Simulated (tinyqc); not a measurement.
Inside a calculation. Model: chemical vapour deposition: Grove model, boundary layer, depletion and step coverage. Computed by tinyqc, a small Python program that keeps every step. Command: `OMP_NUM_THREADS=1 python tinyqc.py 3000036 3000037 out.jsonl cvd walk`. One thread of a shared host (Intel(R) Xeon(R) Processor @ 2.30GHz), about 0.04 s of CPU time with the checks. Intermediate numbers are printed to about 7 digits and carried at full precision; extremes and crossings named in words are read from the listed rows.

A precursor diffuses to the surface and reacts there at first order; each molecule that reacts adds one formula unit of film.

Inputs (values chosen for the exercise, close to those used for tungsten from its fluoride):
```
quantity,value,unit
prefactor k0 of k_s,28000,cm/s
activation energy E,0.781,eV
temperature T,410,C
total pressure p,760,torr
mole fraction of the precursor Y,0.006,-
gas diffusivity D0 at 273.15 K and 760 torr,0.4,cm^2/s
film density N,6.3e+22,formula units/cm^3
precursor mass M,298,u
trench width w,0.052,um
aspect ratio of the trench,13,-
gas velocity U,77,cm/s
kinematic viscosity nu0 at 273.15 K and 760 torr,0.86,cm^2/s
susceptor length L,23,cm
channel height b,8.1,cm
```

Reactor: horizontal, atmospheric.

Constants: k_B = 1.380649e-23 J/K; u = 1.6605390666e-27 kg; k_B = 8.617333262e-05 eV/K.

## Gas-phase and surface constants

k_s = k0 exp(-E/(k_B T)); C_g = Y p/(k_B T), 1 torr = 133.322 Pa; D = D0 (T/273.15)^1.75 (760/p). Temperatures in kelvin are T(C) + 273.15. Mean speed c = sqrt(8 k_B T/(pi M)); reactive sticking probability beta = 4 k_s/c.

surface rate constant k_s = 0.04847463 cm/s

precursor density C_g = 6.445659e+16 1/cm^3

gas diffusivity D = 1.989578 cm^2/s

mean speed c = 22031.14 cm/s

sticking probability beta = 8.801110e-06

## Boundary layer

nu = nu0 (T/273.15)^1.75 (760/p); Re = U L/nu; mean boundary layer delta = (2/3) L/sqrt(Re), at most b/2; h_g = D/delta.

Reynolds number Re = 414.0179

boundary layer delta = 0.7535760 cm

mass-transfer coefficient h_g = 2.640183 cm/s

## Growth rate at the inlet

Fluxes in series: C_s = C_g/(1 + k_s/h_g); growth rate G = k_s h_g/(k_s + h_g) C_g/N; 1 cm/s = 6e8 nm/min.

ratio k_s/h_g = 0.01836033

C_s/C_g = 0.9819707

growth rate G at the inlet = 29.22073 nm/min

The surface reaction limits the rate, so temperature must be uniform.

## Depletion along the susceptor

Plug flow: U b dC/dx = -k_eff C with k_eff = k_s h_g/(k_s + h_g), so C falls as exp(-k_eff x/(U b)); the used share of the precursor is 1 - C(L)/C(0).

k_eff = 0.04760067 cm/s

depletion length = 13102.76 cm

rate at the outlet over rate at the inlet = 0.9982462

rate at the outlet = 29.16948 nm/min

0.2 % of the precursor is used.

## Reaction control against transport control

The formulas are those given above.

Rates:
```
T (C),k_s (cm/s),h_g (cm/s),G (nm/min),reaction limit (nm/min),transport limit (nm/min)
210,1.997476e-04,1.949863,1.733601e-01,1.733778e-01,1692.452
260,1.160099e-03,2.125326,9.120166e-01,9.125144e-01,1671.746
310,4.983032e-03,2.298742,3.575749e+00,3.583501e+00,1653.118
360,1.700263e-02,2.470306,1.118471e+01,1.126169e+01,1636.207
410,4.847463e-02,2.640183,2.922073e+01,2.975723e+01,1620.735
460,1.197987e-01,2.808511,6.572225e+01,6.852568e+01,1606.488
510,2.637641e-01,2.975410,1.297410e+02,1.412423e+02,1593.294
560,5.282489e-01,3.140980,2.276144e+02,2.658946e+02,1581.015
610,9.779314e-01,3.305313,3.583503e+02,4.643741e+02,1569.539
```

The apparent activation energy of G is 0.74 eV between the first rows and 0.58 eV between the last, against E = 0.781 eV. k_s stays below h_g, but mixed control begins at the hot end, which lowers the slope there. In the reaction limit the slope is E - k_B T, because C_g falls as 1/T; any further lowering comes from transport.

## Step coverage in a trench

In a long trench of width w and depth l = aspect ratio x w: Knudsen diffusivity D_K = (2w) c/3 (hydraulic diameter 2w), combined as 1/D_e = 1/D_K + 1/D; D_e d2C/dz2 = 2 k_s C/w with D_e dC/dz = -k_s C at the floor. With m = sqrt(2 k_s/(w D_e)): C(floor)/C(top) = 1/[cosh(m l) + (k_s/(D_e m)) sinh(m l)].

Knudsen diffusivity D_K = 0.07637463 cm^2/s

effective diffusivity D_e = 0.07355120 cm^2/s

modulus m l = 0.03403474

step coverage = 0.9993766

Wall collisions limit transport in the trench; then m l = aspect ratio x sqrt(3 beta)/2, 0.0334, whatever the width. Coverage is nearly conformal. Caution: the hydraulic-diameter form of D_K is rough for a slit.

Checks made by the program: step coverage against a numerical boundary-value solution (relative difference below 1e-10).
